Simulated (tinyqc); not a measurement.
## Potential step from the flux

Question. On one interval J = (q mu Vt/hx) [nb B(d) - na B(-d)], B(d) = d/(exp(d) - 1), d = (psi_b - psi_a)/Vt. Find psi_b - psi_a, and the step at which J would vanish.

Inputs (values chosen for the exercise): temperature T = 300 K; electron mobility mu = 253 cm^2/(V s); density at the left node na = 1.7e13 cm^-3; density at the right node nb = 1.3e15 cm^-3; node spacing hx = 14 nm.

Constants: q = 1.602176634e-19 C, kB = 1.380649e-23 J/K, Vt = kB T/q. Results are converted to the units shown.

J = 1770.0380 A/cm^2

Solution. B(d) falls and B(-d) rises with d, so J falls steadily with the step and one value matches. J = 0 needs nb/na = exp(d), the Boltzmann ratio.

psi_b - psi_a = -0.03500 V
step for J = 0 = 0.1121 V

Program tinyqc, `OMP_NUM_THREADS=1 python tinyqc.py 2220034 2220035 out.jsonl`; Intel Xeon 2.30GHz, shared host, one thread, about 0.01 s.
